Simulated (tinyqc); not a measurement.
# Changing the Mott potential V

Model: Cabrera-Mott growth of a thin oxide under its own electric field. Computed by tinyqc, a small Python program. Command: `OMP_NUM_THREADS=1 python tinyqc.py 3012987 3012988 out.jsonl cabrera sweep`. One thread of a shared host (Intel(R) Xeon(R) Processor @ 2.30GHz), about 0.03 s of CPU time with the checks.

Electrons cross the film freely and set a fixed potential V across it; the field V/x lowers the barrier for ions entering the oxide.

Inputs (values chosen for the exercise, for a model metal):
```
quantity,value,unit
barrier W,1.5,eV
ion charge number z,2,-
half jump distance b,1.5,angstrom
prefactor u0 = N Omega nu,2.6e+12,angstrom/s
temperature T,300,K
starting thickness x0,3.6,angstrom
time t,10,s
```

Backward hops: kept.

Constants: k_B = 8.617333262e-05 eV/K.

Method. u = u0 exp(-W/(k_B T)), X1 = z b V/(k_B T) with V in volts and k_B T in eV; dx/dt = 2 u sinh(X1/x). t(x) = int_(x0)^x dx / (dx/dt) by Gauss-Legendre quadrature (80 points on each side of (x0 + 2 x)/3), solved for x.

One run for each value:
```
Mott potential V (V),thickness x (angstrom),field at time t (MV/cm),rate at time t (angstrom/s)
0.9,4.14,21.75,0.01497
1.1,5.02,21.92,0.01834
1.4,6.33,22.11,0.02294
1.6,7.20,22.22,0.02598
1.9,8.50,22.36,0.03048
2.1,9.36,22.44,0.03346
2.4,10.65,22.55,0.03789
```

Over the rows, thickness x (angstrom) rises from 4.14 to 10.6 (exponent d ln y / d ln x about 0.96 throughout); field at time t (MV/cm) rises from 21.7 to 22.5 (exponent d ln y / d ln x 0.040 between the first rows and 0.036 between the last); rate at time t (angstrom/s) rises from 0.0150 to 0.0379 (exponent d ln y / d ln x 1.0 between the first rows and 0.93 between the last). The exponent of thickness x stays between 0.96 and 0.96, near 1: thin-film growth stops near a fixed field V/x. The exponent of field at time t stays between 0.04 and 0.04, near 0: the film grows until the field reaches about the same value. The film grows until the field has dropped to nearly the same value, so x is close to proportional to V. Left out: 0.400, 0.650 (no growth at this temperature).

Caution (all rows): the starting field or rate is formal: the first layers form as fast as oxygen arrives. Caution (rows 1.90, 2.10, 2.40): at x0 the field term exceeds the barrier W, so the first layers form faster than any hopping formula describes; the later thickness hardly depends on x0.

Extremes, crossings and ranges named in words are read from the listed rows.
